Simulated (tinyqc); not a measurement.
Inversion layer as a triangular well, valleys of the Si type, step by step. Values are carried at full precision from step to step, so a last printed digit may differ when a step is redone from the rounded ones.

Six ellipsoidal valleys with their long axes along the cube axes, mass ml along the axis and mt across it. For a valley whose axis makes the angle theta with the surface normal, 1/m_z = cos^2(theta)/ml + sin^2(theta)/mt sets the confinement; in the plane the masses are m_1 = mt and m_2 = ml mt/m_z, and m_d = sqrt(m_1 m_2).

Constants: e^2/(4 pi eps0) = 14.39964547 eV angstrom; hbar^2/2m0 = 3.80998211 eV angstrom^2; kB = 8.617333262e-05 eV/K.

Values chosen for the exercise (near those of Si; not measured data):
- ml = 0.907 m0 (longitudinal mass)
- mt = 0.191 m0 (transverse mass)
- face = 100 (surface)
- eps = 11.8 (dielectric constant)
- Ns = 2.3 x 1e12/cm^2 (electron sheet density)
- Nd = 0.52 x 1e12/cm^2 (depletion charge)
- eta = 0.5 (share of Ns in the effective field)
- T = 150 K (temperature)
- tox = 21 angstrom (SiO2-equivalent oxide thickness)

## Valley masses on the (100) face

Group the valleys by their angle to the normal, heaviest m_z first.

Valleys (masses in m0):
```
valleys g,cos^2(theta),m_z,m_1,m_2,m_d
2,1.0000,0.9070,0.1910,0.1910,0.1910
4,0.0000,0.1910,0.1910,0.9070,0.4162
```

The 2 valleys with the heaviest m_z will give the lowest ladder of subbands.

## Effective field

The field is taken as constant, e F = 4 pi (e^2/4 pi eps0)(Nd + eta Ns)/eps, with 1e12/cm^2 = 1e-4/angstrom^2, and the oxide as a hard wall at z = 0; c = hbar^2/2m0.

Find e F, and F in MV/cm (1 MV/cm = 0.01 V/angstrom).

e F = 0.00256092 eV/angstrom
F = 0.2561 MV/cm

## Subband ladders

Level j of a valley lies at E_j = a_j (c (e F)^2/m_z)^(1/3) above the band edge at the surface, with the Airy zeros a_j = 2.338107, 4.087949, 5.520560, 6.786708, 7.944134, 9.022651, 10.040174, 11.008524, 11.936016, 12.828777, and has <z> = 2 E_j/(3 e F).

The ten lowest levels of all groups of valleys together, j = 0, 1, ..., c = hbar^2/2m0; primes mark the groups with lighter m_z.

Subbands:
```
label,valleys g,m_d (m0),E (eV),<z> (angstrom)
0,2,0.1910,0.0706,18.38
0',4,0.4162,0.1187,30.90
1,2,0.1910,0.1235,32.14
2,2,0.1910,0.1667,43.40
3,2,0.1910,0.2050,53.36
1',4,0.4162,0.2075,54.02
4,2,0.1910,0.2399,62.46
5,2,0.1910,0.2725,70.94
2',4,0.4162,0.2802,72.96
6,2,0.1910,0.3032,78.94
```

The second subband is 0', 48.1 meV above the first.

## Fermi level and populations

Subband i holds n_i = g m_d/(2 pi c) kB T ln(1 + exp((EF - E_i)/kB T)) (spin included), and EF is fixed by sum n_i = Ns over the levels listed or, where none are listed, over j = 0 to 9 of each group; 1e12/cm^2 = 1e-4/angstrom^2.

Solve for EF; c = hbar^2/2m0. The mean distance is sum n_i <z>_i/Ns.

EF = 0.0761 eV

Populations:
```
label,(EF - E)/kB T,n (1e12/cm^2),share (%)
0,0.43,1.917,83.4
0',-3.29,0.328,14.3
1,-3.66,0.052,2.3
2,-7.01,0.002,0.1
3,-9.97,0.000,0.0
1',-10.16,0.000,0.0
4,-12.67,0.000,0.0
5,-15.19,0.000,0.0
2',-15.79,0.000,0.0
6,-17.57,0.000,0.0
```

mean distance from the surface = 20.51 angstrom

The lowest subband holds 83.4 % of the electrons and is partly degenerate (EF within a few kB T of its edge).

## Effect on the gate capacitance

The charge sits at the mean distance <z> from the surface, which adds (3.9/eps) <z> to the oxide thickness; C/Cox = tox/(tox + 3.9 <z>/eps). The density-of-states term is left out.

added thickness = 6.78 angstrom
C/Cox = 0.756

## Checks

- Lowest level by finite differences against the Airy formula, eV: both 0.0706.

(tinyqc, `OMP_NUM_THREADS=1 python tinyqc.py 1250477 1250478 out.jsonl`, Intel(R) Xeon(R) Processor @ 2.30GHz, 1 thread, shared host, about 0.04 s.)
